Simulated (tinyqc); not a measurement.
Precursor delivery and alloy composition in metal-organic vapour-phase epitaxy: one step, computed by the program tinyqc. Command: `OMP_NUM_THREADS=1 python tinyqc.py 3009042 3009043 out.jsonl movpe walk`. One thread of a shared host (Intel(R) Xeon(R) Processor @ 2.30GHz), about 0.01 s of CPU time with the checks.

Carrier gas leaves each bubbler saturated. Group-III species cross a boundary layer and react at the surface; element 2 can also desorb. The film is (1)_(1-x) (2)_x V with a zinc-blende cell.

Question. Transport to the surface. Partial pressure p_i = p F_i/(44615 x total flow in slm); density n_i = p_i/(k_B T), 1 torr = 133.322 Pa; D = D0 (T/273.15)^1.75 (760/p), h = D/delta, the same for both; k_s = prefactor x exp(-energy/(k_B T)); arrival J_i = n_i/(1/h + 1/k_s); in layers per second g_i = J_i a^2/2 (two group-III sites per a^2 on (001)). Temperatures in kelvin are T(C) + 273.15.

Inputs (values chosen for the exercise, close to those used for InGaP from TEGa and TMIn):
```
quantity                                 value      unit
source 1: bath temperature                  21         C
source 2: bath temperature                  16         C
total flow                                 6.3       slm
reactor pressure p                          40      torr
diffusivity D0 at 273.15 K and 760 torr   0.31    cm^2/s
boundary layer delta                       1.5        cm
prefactor of the surface rate k_s        3e+13      cm/s
energy of k_s                             1.86        eV
lattice constant a                        5.65  angstrom
growth temperature T                       660         C
```

molar flows (micromol/min): F1 13.24923, F2 2.676758

Constants: k_B = 1.380649e-23 J/K; k_B = 8.617333262e-05 eV/K.

Give: densities; h; k_s; arrival rates.

Answer.

densities (1/cm^3): n1 1.9512e+13, n2 3.9420e+12

h = 33.708 cm/s

k_s = 2701.4 cm/s

arrival rates (layers/s): g1 1.0368, g2 0.20948

Growth is transport-limited.
